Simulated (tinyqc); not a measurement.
Landau-Devonshire theory of a uniaxial ferroelectric: one step, computed by the program tinyqc. Command: `OMP_NUM_THREADS=1 python tinyqc.py 3016974 3016975 out.jsonl ferro walk`. One thread of a shared host (Intel(R) Xeon(R) Processor @ 2.30GHz), about 0.01 s of CPU time with the checks.

G(P) = (alpha/2) P^2 + (beta*/4) P^4 + (gamma/6) P^6 - E P per volume, SI units, one domain, P along the polar axis.

Question. Temperatures of the first-order transition. T_C = T0* + 3 beta*^2/(16 alpha_0 gamma); the polar phase survives up to T1 = T0* + beta*^2/(4 alpha_0 gamma); at T_C Ps^2 = -3 beta*/(4 gamma); latent heat = (1/2) alpha_0 T_C Ps^2.

Inputs (values chosen for the exercise, for a model ferroelectric):
```
quantity                       value         unit
alpha_0                       283000  J m/(C^2 K)
Curie-Weiss temperature T0       370            K
gamma                       6.78e+08    J m^9/C^6
temperature T                    224            K
```

Sample: free crystal.

T0* = 370 K

beta* = -2.06e+08 J m^5/C^4

Give: transition temperature T_C; superheating limit T1; jump of Ps; latent heat.

Answer.

transition temperature T_C = 411.47 K

superheating limit T1 = 425.29 K

jump of Ps = 47.736 microcoulomb/cm^2

latent heat = 13.268 MJ/m^3

Thermal hysteresis can span at most T1 - T0* = 55.3 K.
